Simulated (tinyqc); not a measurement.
Voltage acceleration of oxide breakdown, four models on the same data: two steps of the calculation.

Field E = V/tox in MV/cm. Models: ln(t63/1 s) = a - c X with X = E (E model), -1/E (1/E model), ln V (power law, c the exponent n) or sqrt(E).

Parameters, values chosen for the exercise: oxide thickness tox = 5.9 nm; use voltage Vu = 3.5 V; stress temperature Ts = 423 K; use temperature Tu = 378 K; activation energy Ea = 0.67 eV; factor for area and percentile ks = 6.9e-6.

Constants: q = 1.602176634e-19 C, kB = 1.380649e-23 J/K. Results are converted to the units shown.

Question 1. Fitting the models. The three stress times were made with the power model, c = 28.8, and are treated as data. For each model fit ln t63 on X by least squares over the three points.

```
stress	V (V)	t63 (s)
0	6.1	44590
1	7.05	690
2	8.1	12.66
```

Wanted: c; a; largest misfit in ln t63 (0: below 0.002).

Answer 1.

```
model	c	a	largest misfit in ln t63 (0: below 0.002)
E	2.4064	35.483	0.19273
1/E	341.23	-22.212	0.19175
power	28.799	62.783	0.00000
sqrt E	16.670	64.259	0.09657
```

The worst misfit of any model is 0.19 in ln t63, a factor of 1.21 in time, comparable to the scatter of t63 from small samples, so such data hardly tell the models apart.

Question 2. Projection to use conditions. Project to Vu, multiply by exp[(Ea q/kB)(1/Tu - 1/Ts)] and by ks; ten years are 3.15576e8 s. The largest voltage for ten years solves the same relation for V.

```
model	c	a
E	2.4063684	35.483484
1/E	341.23361	-22.212195
power	28.799476	62.782979
sqrt E	16.670474	64.258997
```

Wanted: temperature factor; lifetime; largest voltage for ten years.

Answer 2.

temperature factor = 8.9189

```
model	lifetime (years)	largest voltage for ten years (V)
E	0.0031678	1.5245
1/E	4217.1	3.9110
power	0.77176	3.2021
sqrt E	0.036628	2.5997
```

The lifetimes span 6.12 decades, from the E model (most cautious) to the 1/E model; the allowed voltage spans 1.52 to 3.91 V. 1 of the four models pass ten years at Vu. Lifetimes beyond a thousand years are formal extrapolations.

Range of the model: All four laws are empirical fits; none is established far below the stress range.

Numbers from tinyqc (`OMP_NUM_THREADS=1 python tinyqc.py 2070160 2070161 out.jsonl`; about 0.01 s on one thread of a shared Intel Xeon 2.30GHz).
